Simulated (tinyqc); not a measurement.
Critical temperature from a phonon spectrum: McMillan, Allen-Dynes and the linearised Eliashberg equation: one step, computed by the program tinyqc.

alpha^2 F(omega) = sum_i (lambda_i omega_i/2) delta(omega - omega_i), so that lambda = 2 int alpha^2 F/omega d omega = sum_i lambda_i.

Problem. The small kernel at the trial temperature. Linearised Eliashberg equation at omega_n = (2n + 1) pi k_B T, n = 0..N-1: lambda(j) = sum_i lambda_i omega_i^2/(omega_i^2 + (2 pi j k_B T)^2); K_mn = lambda(m - n) + lambda(m + n + 1) - 2 mu*(N) - delta_mn [2m + 1 + lambda(0) + 2 sum_(j=1..m) lambda(j)], with 1/mu*(N) = 1/mu* + ln(omega_rms/omega_N), omega_N = (2N + 1) pi k_B T. T_c is where the largest eigenvalue rho of K is zero.

Inputs (values chosen for the exercise, for a model metal):

| quantity | value | unit |
|---|---|---|
| peak energy omega_1 | 13.6 | meV |
| coupling lambda_1 | 0.463 | - |
| peak energy omega_2 | 22.2 | meV |
| coupling lambda_2 | 0.341 | - |
| Coulomb pseudopotential mu* | 0.12 | - |
| trial temperature | 12.9 | K |
| Matsubara points N in the small matrix | 3 | - |

Peaks in alpha^2 F: two.

omega_rms = 17.76347 meV

Constants: k_B = 8.617333262e-05 eV/K.

Give: lambda(j), j = 0, 1, ...; mu*(N); K.

Solution.

lambda(j), j = 0, 1, ...: 0.8040  0.6767  0.4696  0.3176  0.2207  0.1591

mu*(N) = 0.1248

K:
```
        1       2       3
1  -0.573   0.897   0.538
2   0.897  -4.285   0.648
3   0.538   0.648  -7.383
```
